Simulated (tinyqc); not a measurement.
Strain-driven roughening and islands of a mismatched epitaxial film: one step, computed by the program tinyqc. Command: `OMP_NUM_THREADS=1 python tinyqc.py 3030425 3030426 out.jsonl island walk`. One thread of a shared host (Intel(R) Xeon(R) Processor @ 2.30GHz), about 0.01 s of CPU time with the checks.

Film and substrate share isotropic elastic constants; the film is coherent and biaxially strained.

Task: Asaro-Tiller-Grinfeld instability. A ripple A cos(k x) has the surface chemical potential per volume [gamma k^2 - 2 (1 + nu) w k] A cos(k x), so k_c = 2 (1 + nu) w/gamma. With surface diffusion the amplitude grows at the rate q = B k^2 [2 (1 + nu) w k - gamma k^2], fastest at k_m = (3/4) k_c. B is the surface mobility.

Inputs (values chosen for the exercise, for a model film): Poisson ratio nu = 0.25; surface energy gamma = 1.13 J/m^2; surface mobility D_s nu_s Omega^2/(k_B T) = 9.2e-35 m^6/(J s).

Transport: surface diffusion.

energy density w = 167.8771 MJ/m^3

Give: k_c; critical wavelength; fastest wavelength; growth time 1/q at k_m.

Result:

k_c = 0.37141 1/nm

critical wavelength = 16.917 nm

fastest wavelength = 22.556 nm

growth time 1/q at k_m = 4.7929 s
